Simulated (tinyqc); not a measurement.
# Avalanche multiplication and breakdown of a junction from ionisation integrals, step by step

A worked calculation. Computed by tinyqc, a small Python program that keeps every step. Command: `OMP_NUM_THREADS=1 python tinyqc.py 3029195 3029196 out.jsonl impact walk`. One thread of a shared host (Intel(R) Xeon(R) Processor @ 2.30GHz), about 0.01 s of CPU time with the checks. Intermediate numbers are printed to about 5 digits and carried at full precision; extremes and crossings named in words are read from the listed rows.

Ionisation coefficients follow the local field. Position x runs through the depletion layer from the p side (x = 0), where electrons enter, to the n side (x = w), where holes enter. The built-in voltage is neglected.

Inputs (values chosen for the exercise, modelled on GaAs): electron prefactor a_n = 178000 1/cm; electron field b_n = 567000 V/cm; hole prefactor a_p = 240000 1/cm; hole field b_p = 662000 V/cm; exponent c = 1.8; permittivity eps = 12.9; layer width W = 28 micrometre; bias as a fraction of the breakdown voltage = 0.9.

Junction: p-i-n with uniform field.

Constants: e = 1.602176634e-19 C; eps_0 = 8.8541878128e-12 F/m.

## Breakdown

alpha_n = a_n exp(-(b_n/F)^c), alpha_p = a_p exp(-(b_p/F)^c). Uniform field F = F_m, w = W, V = F_m W. With Phi(x) = int_0^x (alpha_n - alpha_p) dx': 1 - 1/M_n = I_n = int_0^w alpha_n exp(-Phi) dx and M_p = M_n exp(-Phi(w)); trapezoid rule on 401 even points; breakdown at I_n = 1. Solve I_n(F_m) = 1.

critical field F_m = 0.21865 MV/cm

width at breakdown = 28 micrometre

breakdown voltage = 612.22 V

## Coefficients at the critical field

The formulas are those given above.

alpha_n = 686.56 1/cm

alpha_p = 154.97 1/cm

ratio k = alpha_p/alpha_n = 0.22572

shorter ionisation length = 14.565 micrometre

Electrons ionise more readily at the peak field. For a uniform field the condition reads (alpha_n - alpha_p) W = ln(alpha_n/alpha_p): 1.4885 against 1.4885.

## Field and integrand below breakdown

Bias V = fraction times the breakdown voltage.

peak field = 0.19678 MV/cm

Every 50th point:
```
x (micrometre)  F (MV/cm)  alpha_n (1/cm)  alpha_p (1/cm)      Phi  I_n up to x
0.0               0.19678          215.09          33.428  0.00000      0.00000
3.5               0.19678          215.09          33.428  0.06358      0.07294
7.0               0.19678          215.09          33.428  0.12717      0.14139
10.5              0.19678          215.09          33.428  0.19075      0.20562
14.0              0.19678          215.09          33.428  0.25433      0.26589
17.5              0.19678          215.09          33.428  0.31792      0.32245
21.0              0.19678          215.09          33.428  0.38150      0.37552
24.5              0.19678          215.09          33.428  0.44508      0.42533
28.0              0.19678          215.09          33.428  0.50867      0.47207
```

## Multiplication and noise

M_n = 1/(1 - I_n), M_p = M_n exp(-Phi(w)); McIntyre excess noise for the carrier with the larger M, F_x = k M + (1 - k)(2 - 1/M), with k = (smaller M - 1)/(larger M - 1).

M_n = 1.8942

M_p = 1.1390

effective k = 0.15541

excess noise factor = 1.5377

Injecting electrons gives the larger gain and, at equal gain, the lower noise.

## Gain against bias and Miller's formula

Miller's exponent n is defined by 1 - 1/M = (V/V_B)^n for the larger M.

Gain:
```
V/V_B   V (V)  F_m (MV/cm)     M_n     M_p  Miller exponent n
0.50   306.11      0.10932   1.000  1.0000             18.960
0.60   367.33      0.13119   1.000  1.0000             15.128
0.70   428.55      0.15305   1.013  1.0006             12.214
0.80   489.77      0.17492   1.132  1.0123              9.631
0.90   550.99      0.19678   1.894  1.1390              7.124
0.95   581.60      0.20772   3.808  1.5332              5.939
0.98   599.97      0.21428   9.883  2.8766              5.280
0.99   606.09      0.21646  20.119  5.1769              5.073
```

The larger gain passes 2 between 0.900 and 0.950 of V_B and reaches 20.1 at 0.99. Miller's exponent runs from 5.1 to 19, so it is not a constant: a fit holds over a narrow range only. From the first row to the last the voltage grows by a factor 1.98 and the peak field by 1.98.

Checks made by the program: the hole form of the condition, int alpha_p exp(Phi(w) - Phi) dx = 1 (relative difference 4e-06).
